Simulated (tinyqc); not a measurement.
What each parameter does: WKB tunnelling through a gate dielectric with a two-band (Franz) dispersion.

At depth x the conduction edge lies u(x) = phi - V x/t above the electron. Parabolic: kappa = sqrt(m u/c). Franz: kappa = sqrt(m u (1 - u/Eg)/c), which vanishes at both band edges. c = hbar^2/2m0. T = exp(-2 integral of kappa dx) over the region u > 0; no image force, no prefactor, zero transverse momentum. The region ends at x_e = min(t, phi t/V); x_e < t is the Fowler-Nordheim regime.

Constants: hbar^2/2m0 = 3.80998211 eV angstrom^2.

Parameters, chosen for this exercise (of the size used for SiO2 on silicon; the results hold for these values, not for the real material):

| symbol | value | unit | meaning |
|---|---|---|---|
| Eg | 8.85 | eV | gap of the dielectric |
| phi | 3.05 | eV | barrier above the electron energy at the emitter |
| m | 0.47 | m0 | mass at the conduction edge |
| t | 28 | angstrom | thickness |
| V | 0.4 | V | voltage across the layer |

Exponents 2 I in closed form.

Results for these values:

| case | 2 I parabolic | 2 I Franz | log10 T Franz |
|---|---|---|---|
| base | 33.198 | 27.328 | -11.868 |

What happens to each result for phi = 3.355 eV, all else kept?

Answer: 2 I parabolic rises from 33.198 to 34.930; 2 I Franz rises from 27.328 to 28.014; log10 T Franz falls from -11.868 to -12.166.

The same for each parameter in turn:

| case | 2 I parabolic | 2 I Franz | log10 T Franz |
|---|---|---|---|
| base | 33.198 | 27.328 | -11.868 |
| Eg = 9.735 eV | 33.198 | 27.913 | -12.122 |
| phi = 3.355 eV | 34.930 | 28.014 | -12.166 |
| m = 0.423 m0 | 31.494 | 25.926 | -11.259 |
| t = 30.8 angstrom | 36.518 | 30.061 | -13.055 |
| V = 0.44 V | 33.080 | 27.275 | -11.845 |

The exponent is linear in t and goes as sqrt(m); Eg enters the two-band form alone.

Run: tinyqc, `OMP_NUM_THREADS=1 python tinyqc.py 1450211 1450212 out.jsonl`; Intel(R) Xeon(R) Processor @ 2.30GHz, one thread, shared host; about 0.01 s of CPU time with all checks.
